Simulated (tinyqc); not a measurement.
# Bandgap voltage reference from two bipolar transistors: output against temperature

Two transistors of area 1 and N carry the same current I. Is(T) = Is (T/T0)^eta exp[(Vg0 q/kB)(1/T0 - 1/T)], VBE1 = Vt ln(I/Is(T)) + I rb, VBE2 = Vt ln(I/(N Is(T))) + I rb/N. The amplifier forces I R1(T) = VBE1 - VBE2 + Vos, with R(T) = R (1 + tc (T - T0)) for both resistors, and the output is Vref = VBE1 + I R2(T). Base currents and the Early effect are neglected.

Vt = kB T/q; I = (Vt ln N + Vos)/(R1(T) - rb (1 - 1/N)).

Values chosen for this exercise; values of the order met in silicon bipolar transistors: reference temperature T0 = 300 K; band-gap voltage extrapolated to 0 K Vg0 = 1.19 V; temperature exponent of the saturation current eta = 3.1; saturation current of the unit transistor at T0 Is = 1.5e-16 A; area ratio of the second transistor N = 10; resistor across which the difference of VBE falls, at T0 R1 = 2.1 kohm; temperature coefficient of both resistors tc = 0 ppm/K; offset of the amplifier Vos = 0.8 mV; series resistance of the unit transistor rb = 0 ohm; output resistor at T0 R2 = 21.43 kohm.

Constants: q = 1.602176634e-19 C, kB = 1.380649e-23 J/K. Results are converted to the units shown.

Output against temperature:
```
T (K),I (uA),VBE1 (V),I R2 (V),Vref (V),Vref - Vref(T0) (mV),dVref/dT (uV/K)
218,20.979,0.82598,0.44958,1.2756,-11.649,172.49
233,22.396,0.79810,0.47995,1.2781,-9.1528,160.44
253,24.286,0.76066,0.52045,1.2811,-6.0950,145.54
273,26.176,0.72294,0.56095,1.2839,-3.3237,131.77
298,28.538,0.67541,0.61157,1.2870,-0.23061,115.91
323,30.900,0.62750,0.66219,1.2897,2.4825,101.33
348,33.262,0.57924,0.71281,1.2921,4.8450,87.839
373,35.624,0.53066,0.76343,1.2941,6.8822,75.284
398,37.987,0.48177,0.81405,1.2958,8.6160,63.543
423,40.349,0.43260,0.86467,1.2973,10.065,52.519
```

What does the table show?

VBE1 falls by 1.92 mV/K on average and I R2 rises by 2.02 mV/K. The slope of Vref vanishes at T = 565 K. Between 233 and 398 K Vref spans 17.8 mV, or 83.6 ppm/K by the box method (span over the average over T, over 165 K).

tinyqc, about 0.02 s, one thread, Intel Xeon 2.30GHz (shared host): `OMP_NUM_THREADS=1 python tinyqc.py 2062021 2062022 out.jsonl`
